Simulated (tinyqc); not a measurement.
Tight binding, kagome lattice, step by step. Computed by tinyqc, a small Python program that keeps every step. Settings: t1 = 1.02, t2 = 1.02, delta = -0.72, bands filled = 2. Command: `OMP_NUM_THREADS=1 python tinyqc.py 23219 23220 out.jsonl` (the two numbers bound the seeds that draw the settings). One thread of a shared host (Intel(R) Xeon(R) Processor @ 2.60GHz), about 0.01 s of CPU time with the checks.

## Bloch Hamiltonian at k

Parameters chosen for this model:
```
parameter      value                unit
t1          1.020000    eV, up triangles
t2          1.020000  eV, down triangles
delta      -0.720000        eV on site C
```

k point k (fractions of the reciprocal vectors): 0.040000  0.050000

H_AB = -t1 - t2 exp(-i k.a1), H_AC = -t1 - t2 exp(-i k.a2), H_BC = -t1 - t2 exp(i k.(a1 - a2)), H_CC = delta.

H(k) at k (eV), lower triangle (Hermitian):
```
                     A                    B          C
A             0.000000
B  -2.007955-0.253664i             0.000000
C  -1.990078-0.315197i  -2.037987-0.064046i  -0.720000
```

## Levels at k

Diagonalise the Hermitian matrix.

eigenvalues (eV): -4.311704  1.567384  2.024321

weights |c|^2 of the basis functions:
```
     band 1    band 2    band 3
A  0.304130  0.213033  0.482837
B  0.306754  0.176651  0.516595
C  0.389115  0.610316  0.000569
```

## Bloch Hamiltonian at K

k point K (fractions of the reciprocal vectors): 0.333333  0.666667

As before.

H(k) at K (eV), lower triangle (Hermitian):
```
                     A                    B          C
A             0.000000
B  -0.510000-0.883346i             0.000000
C  -0.510000+0.883346i  -0.510000-0.883346i  -0.720000
```

## Levels at K

As before.

eigenvalues (eV): -1.534547  -1.020000  1.834547

weights |c|^2 of the basis functions:
```
     band 1    band 2    band 3
A  0.120885  0.500000  0.379115
B  0.120885  0.500000  0.379115
C  0.758230  0.000000  0.241770
```

## Bands along a path

The same steps at evenly spaced points between the labelled ones.

Bands along the path (eV):
```
k             band 1     band 2    band 3
G          -4.339527   1.579527  2.040000
G-K 0.25   -4.062116   1.349771  1.992345
G-K 0.50   -3.302760   0.643132  1.939628
G-K 0.75   -2.265207  -0.349137  1.894344
K          -1.534547  -1.020000  1.834547
K-M 0.25   -1.859189  -0.657669  1.796858
K-M 0.50   -2.165786  -0.311543  1.757330
K-M 0.75   -2.363600  -0.081069  1.724668
M          -2.431521          0  1.711521
M-K' 0.25  -2.363600  -0.081069  1.724668
M-K' 0.50  -2.165786  -0.311543  1.757330
M-K' 0.75  -1.859189  -0.657669  1.796858
K'         -1.534547  -1.020000  1.834547
```

With 2 band(s) filled, the highest filled level on these points lies at G and the lowest empty one at M: a gap of 0.1320 eV, indirect.
